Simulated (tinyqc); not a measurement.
# Traps spread exponentially in energy

For traps of total density Nt spread as exp(-E/kB Tc) below the band edge, with l = Tc/T: J = q mu Nc [eps0 eps_r l/(q Nt (l + 1))]^l [(2 l + 1)/(l + 1)]^(l + 1) V^(l + 1)/L^(2 l + 1). It needs trapped charge far above free charge, so only rows below a fifth of the trap-free current (9/8) eps0 eps_r mu V^2/L^3 are listed.

Parameters, values chosen for the exercise: relative permittivity eps_r = 6.7; mobility mu = 0.0011 cm^2/(V s); thickness L = 1200 nm; band density of states Nc = 1.3e20 cm^-3; trap density Nt = 3.6e16 cm^-3; voltage V = 4.3 V.

Constants: q = 1.602176634e-19 C, eps0 = 8.8541878128e-14 F/cm where lengths are in cm. Results are converted to the units shown.

Results:
```
l    exponent of V  exponent of 1/L  J (A/cm^2)
4.8          5.800            10.60    5.996e-4
5.7          6.700            12.40    4.821e-5
6.5          7.500            14.00    5.140e-6
8.2          9.200            17.40    4.434e-8
9            10.00            19.00    4.741e-9
```

Estimate the missing row, l = 7.3.

Computed row:
```
l    exponent of V  exponent of 1/L  J (A/cm^2)
7.3          8.300            15.60    5.487e-7
```

With this row back in the table: J falls from 6.00e-4 to 4.74e-9 A/cm^2 at V = 4.3 V, well below q Nt L^2/(2 eps0 eps_r) = 70.0 V, near which the curves for different l come together. A slope above 2 on a log-log plot gives l, and its change with temperature tests the model.

Computed by the program tinyqc: `OMP_NUM_THREADS=1 python tinyqc.py 2370024 2370025 out.jsonl`, one thread of a shared Intel Xeon 2.30GHz, about 0.01 s for the whole run.
